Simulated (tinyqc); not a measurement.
## Ionisation constants from two fields

Problem. alpha_n = an exp(-bn/E). Find bn and an.

alpha_n at 261 and 407 kV/cm (1/cm): 4306.8208  26428.105

Answer. ln alpha is a straight line in 1/E with slope -bn and intercept ln an.

bn = 1.32e6 V/cm
an = 6.77e5 1/cm

Numbers from tinyqc (`OMP_NUM_THREADS=1 python tinyqc.py 2120057 2120058 out.jsonl`; about 0.05 s on one thread of a shared Intel Xeon 2.30GHz).
